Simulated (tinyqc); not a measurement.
## Strained alloy layer of InAs and GaAs on (001) InP, model-solid band line-up: transition against well width

The layer is x parts of the first compound and 1 - x of the second, grown coherently on the third as substrate and barrier. Rows of the table: lattice constant a, average valence level Ea on an absolute scale, spin-orbit splitting so, gaps at Gamma, X and L, hydrostatic deformation potentials av and ac (Gamma), shear potential b, elastic constants, electron and heavy-hole (along z) masses. All are interpolated linearly in x; gaps get -C x (1 - x), taken wholly in the conduction band; real line-ups can differ from this model by 0.1 eV or more.

In-plane strain e = (a_substrate - a)/a, e_z = -2 (c12/c11) e, volume change 2 e + e_z. With v = 2 e + e_z and d = 2 b (e_z - e): Eav = Ea + av v; E_hh = Eav + so/3 - d/2; E_lh = Eav - so/6 + d/4 + sqrt(so^2 + so d + 9 d^2/4)/2; E_c = Ea + so/3 + EG + ac v (Gamma). Substrate: E_v = Ea + so/3, E_c = E_v + EG. Well depths: dEc = E_c(substrate) - E_c, dEhh = E_hh - E_v(substrate), dElh likewise; strained Gamma gap E_c - max(E_hh, E_lh); positive values confine carriers in the layer. Lowest level of a finite well of width Lw and depth V: kw Lw/2 = arctan(sqrt((mw/mb)(V - E)/E)), kw = sqrt(mw E/C), C = hbar^2/(2 m0), for electrons (dEc) and heavy holes (dEhh), mb from the substrate; transition E_c - E_hh + both levels, without exciton binding; wavelength h c/E.

Values chosen for this exercise:
- x = 0.8 (fraction of the first compound in the layer)
- CG = 0.477 eV (bowing of the Gamma gap)
- CX = 1.4 eV (bowing of the X gap)
- CL = 0.33 eV (bowing of the L gap)

Constants: q = 1.602176634e-19 C, hbar = 1.054571817e-34 J s, h = 6.62607015e-34 J s, m0 = 9.1093837015e-31 kg, c = 299792458 m/s, hbar^2/(2 m0) = 0.0380998212 eV nm^2. Results are converted to the units shown.

Binary compounds, values chosen for the exercise:
```
,close to InAs,close to GaAs,close to InP
a (angstrom),6.058,5.653,5.869
Ea (eV),-6.67,-6.92,-7.04
so (eV),0.375,0.339,0.11
EG (eV),0.356,1.41,1.36
EX (eV),1.36,1.9,2.16
EL (eV),1.06,1.69,1.95
av (eV),0.99,1.16,1.28
ac (eV),-5.15,-7.08,-4.98
b (eV),-1.8,-1.71,-1.71
c11 (GPa),82.8,119,102
c12 (GPa),45.1,53.2,56
me (m0),0.0228,0.067,0.0805
mh (m0),0.33,0.351,0.529
```

Result of one run:
```
Lw (nm),electron level (meV),heavy-hole level (meV),transition energy (eV),wavelength (nm)
12,38.417,6.3985,0.58374,2124.0
```

What becomes of these results when the layer thickness Lw is changed from 12 to 1.5 nm, all else the same?

Result of the changed run:
```
Lw (nm),electron level (meV),heavy-hole level (meV),transition energy (eV),wavelength (nm)
1.5,271.64,147.48,0.95805,1294.1
```

The whole series:
```
Lw (nm),electron level (meV),heavy-hole level (meV),transition energy (eV),wavelength (nm)
1.5,271.64,147.48,0.95805,1294.1
2.1,227.63,99.724,0.86628,1431.2
3,177.33,62.043,0.77830,1593.0
4.3,129.36,36.408,0.70469,1759.4
6.1,89.926,20.772,0.64962,1908.6
8.7,58.900,11.341,0.60916,2035.3
12,38.417,6.3985,0.58374,2124.0
18,21.218,3.0329,0.56317,2201.5
25,12.602,1.6315,0.55316,2241.4
```

The wavelength rises from 1294 to 2241 nm, towards 2301 nm for E_c - E_hh alone. The electron level goes as Lw^(-0.53) in the thinnest wells, where it reaches 74.0 % of the depth dEc = 367 meV, and as Lw^(-1.59) in the widest. One monolayer (a/2) more shifts the transition by about -21 meV at Lw = 3 nm. For Lw = 4.3, 6.1, 8.7, 12, 18, 25 the layer exceeds hc = 4.18 nm, the single-layer Matthews-Blakeslee thickness for this strain (a capped well tolerates about twice as much). For Lw = 1.5, 2.1, 3 the electron level exceeds 150 meV, where non-parabolicity lowers it.

Computed by the program tinyqc: `OMP_NUM_THREADS=1 python tinyqc.py 2690020 2690021 out.jsonl`, one thread of a shared Intel Xeon 2.30GHz, about 0.01 s for the whole run.
